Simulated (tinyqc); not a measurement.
Inside a calculation. Model: q-state Potts model on a small periodic square lattice: enumeration, Metropolis, heat-bath and Wolff steps. Computed by tinyqc, a small Python program that keeps every step. Command: `OMP_NUM_THREADS=1 python tinyqc.py 3111152 3111153 out.jsonl potts walk`. One thread of a shared host (Intel(R) Xeon(R) Processor @ 2.30GHz), about 0.1 s of CPU time with the checks. Intermediate numbers are printed to about 5 digits and carried at full precision; extremes and crossings named in words are read from the listed rows.

E = -J x (number of nearest-neighbour bonds with equal states); n x n sites with periodic edges have 2 n^2 bonds. Order parameter m = (q f - 1)/(q - 1), f being the largest share of one state. Sites are numbered row by row from 0. Here q = 2 and n = 4.

Inputs (values chosen for the exercise, for a model of domains or grain orientations):

| quantity | value | unit |
|---|---|---|
| number of states q | 2 | - |
| edge n | 4 | - |
| coupling J | 30 | meV |
| temperature T | 550 | K |
| seed | 386444 | - |

Update: heat bath.

Constants: k_B = 8.617333262e-05 eV/K.

## Scales

K = J/(k_B T); the infinite square lattice orders at K_c = ln(1 + sqrt(q)); Wolff bond probability p = 1 - exp(-K).

K = 0.63297

K_c = 0.88137

T_c of the infinite lattice = 394.99 K

p = 0.46899

## Density of states

All q^(n^2) states are counted by their number b of equal bonds; weights g(b) exp(K b), K = J/(k_B T). Per site: u = -J <b>/n^2, c/k_B = K^2 (<b^2> - <b>^2)/n^2.

States by number of equal bonds:

| b | g(b) | probability |
|---|---|---|
| 0 | 2 | 1.7724e-10 |
| 4 | 32 | 3.5668e-08 |
| 6 | 64 | 2.5299e-07 |
| 8 | 424 | 5.9441e-06 |
| 10 | 1728 | 8.5912e-05 |
| 12 | 6688 | 1.1792e-03 |
| 14 | 13568 | 8.4843e-03 |
| 16 | 20524 | 4.5515e-02 |
| 18 | 13568 | 1.0671e-01 |
| 20 | 6688 | 1.8654e-01 |
| 22 | 1728 | 1.7093e-01 |
| 24 | 424 | 1.4874e-01 |
| 26 | 64 | 7.9624e-02 |
| 28 | 32 | 1.4119e-01 |
| 32 | 2 | 1.1099e-01 |

The most probable level has b = 20 of 32 bonds.

## Exact averages

ln Z = ln sum g(b) exp(K b); entropy per site s/k_B = (ln Z - K <b>)/n^2.

<b> = 23.419

energy u = -43.911 meV/site

heat capacity c = 0.52093 k_B/site

entropy s = 0.52018 k_B/site

## Order parameter

The same sums with m: <m> and the Binder ratio U = 1 - <m^4>/(3 <m^2>^2).

<m> = 0.55947

Binder ratio U = 0.44697

## Eight single-site steps

start states:
```
   1  2  3  4
1  0  0  0  1
2  0  0  1  0
3  0  1  0  1
4  0  0  1  0
```

random numbers, one row a step:
```
        1       2       3
1  0.8065  0.6777  0.5881
2  0.6355  0.0345  0.5240
3  0.2122  0.6840  0.9954
4  0.1074  0.5650  0.7889
5  0.3107  0.4328  0.3081
6  0.1211  0.9793  0.8327
7  0.6756  0.7827  0.1405
8  0.5179  0.3608  0.4660
```

Site = floor(r1 n^2). State c is drawn with probability exp(K k_c)/sum exp(K k), k_c the number of neighbours in state c: the first c whose cumulative probability reaches r2; r3 is not used.

Steps:

| site | old | neighbours in each state | P(old) | P(new) | new |
|---|---|---|---|---|---|
| 12 | 0 | 4 0 | 0.92635 | 0.92635 | 0 |
| 10 | 0 | 0 4 | 0.07365 | 0.07365 | 0 |
| 3 | 1 | 4 0 | 0.07365 | 0.92635 | 0 |
| 1 | 0 | 4 0 | 0.92635 | 0.92635 | 0 |
| 4 | 0 | 4 0 | 0.92635 | 0.92635 | 0 |
| 1 | 0 | 4 0 | 0.92635 | 0.07365 | 1 |
| 10 | 0 | 0 4 | 0.07365 | 0.92635 | 1 |
| 8 | 0 | 2 2 | 0.50000 | 0.50000 | 0 |

states afterwards:
```
   1  2  3  4
1  0  1  0  0
2  0  0  1  0
3  0  1  1  1
4  0  0  1  0
```

## A longer run and its error bar

After 400 updates are discarded, b is recorded for 4000 sweeps of n^2 steps of the update named (random numbers not printed, so these rows are one sample). Records are averaged in blocks; the error is the scatter of block means over sqrt(number of blocks), and the last column its square over that for single records.

Blocking:

| block length | mean b | error | variance ratio |
|---|---|---|---|
| 1 | 23.5065 | 0.07149 | 1.0000 |
| 4 | 23.5065 | 0.11019 | 2.3761 |
| 16 | 23.5065 | 0.13535 | 3.5852 |
| 40 | 23.5065 | 0.14074 | 3.8759 |
| 100 | 23.5065 | 0.15860 | 4.9224 |

The run gives 23.506 +/- 0.141 (blocks of 40) against the exact 23.419, a difference of 0.6 error bars. Single records understate the error by a factor of about 2.0, because successive records are correlated.

## Across the transition

m and U = 1 - <m^4>/(3 <m^2>^2) from the same sums; K = K_c T_c/T.

Exact values for this lattice:

| T/T_c | share of equal bonds | c (k_B/site) | <m> | U |
|---|---|---|---|---|
| 0.50 | 0.99810 | 0.04973 | 0.99802 | 0.66635 |
| 0.70 | 0.98261 | 0.25772 | 0.97999 | 0.66252 |
| 0.85 | 0.94907 | 0.54283 | 0.93412 | 0.64967 |
| 0.95 | 0.91285 | 0.72417 | 0.87863 | 0.63071 |
| 1.00 | 0.89141 | 0.78327 | 0.84386 | 0.61720 |
| 1.10 | 0.84557 | 0.81299 | 0.76609 | 0.58221 |
| 1.25 | 0.78070 | 0.68950 | 0.65005 | 0.51527 |
| 1.50 | 0.70351 | 0.41203 | 0.50624 | 0.39852 |
| 2.00 | 0.62999 | 0.15995 | 0.37045 | 0.24374 |
| 3.00 | 0.57836 | 0.05267 | 0.28601 | 0.13484 |

c is largest, 0.81 k_B, at T/T_c = 1.1: on so small a lattice the transition is a broad bump. At T_c the infinite lattice has a share (1 + 1/sqrt(q))/2 = 0.854 of equal bonds, against 0.891 here. <m> stays at 0.29 at 3 T_c, since the largest share among 16 sites always exceeds 1/q on average.

Checks made by the program: number of states (relative difference below 1e-10).
